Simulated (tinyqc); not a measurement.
Formation energy of a charged point defect from supercell energies: one step, computed by the program tinyqc. Command: `OMP_NUM_THREADS=1 python tinyqc.py 3002477 3002478 out.jsonl formation walk`. One thread of a shared host (Intel(R) Xeon(R) Processor @ 2.30GHz), about 0.01 s of CPU time with the checks.

The host is a compound AB. Making the defect adds n_A = 1, n_B = -1 atoms to the cell. All total energies are inputs. E_F is counted from the valence-band maximum (VBM); x = 0 is A-rich and x = 1 B-rich growth.

Problem. Concentrations at the given E_F and T. E_f(q, E_F) = E_f(q, 0) + q E_F. c_q = N_s exp(-E_f(q, E_F)/k_B T), with all degeneracy factors one and no vibrational entropy.

Inputs (values chosen for the exercise, with gap and screening modelled on ZnO):

| quantity | value | unit |
|---|---|---|
| gap E_g | 3.39 | eV |
| dielectric constant eps | 8.47 | - |
| cell length L | 11.3 | angstrom |
| Fermi level E_F | 2.37 | eV |
| temperature T | 600 | K |
| site density N_s | 1.8e+22 | cm^-3 |

Defect: A on a B site. Supercell lattice: bcc.

charge states q: 1  0  -1  -2

E_f(q, 0) (eV): (q=+1) 3.586283, (q=0) 4.149000, (q=-1) 4.546283, (q=-2) 5.856134

Constants: k_B = 8.617333262e-05 eV/K.

Give: Charge states; lowest formation energy; total concentration; mean charge.

Solution.

Charge states:

| q | E_f (eV) | c_q (cm^-3) | share |
|---|---|---|---|
| +1 | 5.956 | 1.678e-28 | 2.211e-41 |
| 0 | 4.149 | 2.542e-13 | 3.350e-26 |
| -1 | 2.176 | 9.447e+03 | 1.245e-09 |
| -2 | 1.116 | 7.589e+12 | 1.000e+00 |

lowest formation energy = 1.116 eV

total concentration = 7.589e+12 cm^-3

mean charge = -2.000 e

State -2 holds 100.0 % of the defects. Caution: the largest image-charge correction in these energies, q^2 alpha e^2/(8 pi eps_0 eps L) with alpha = 2.888462, exceeds a quarter of the gap; the point-charge term alone is then a rough estimate, usually too large for a charge that is spread out.
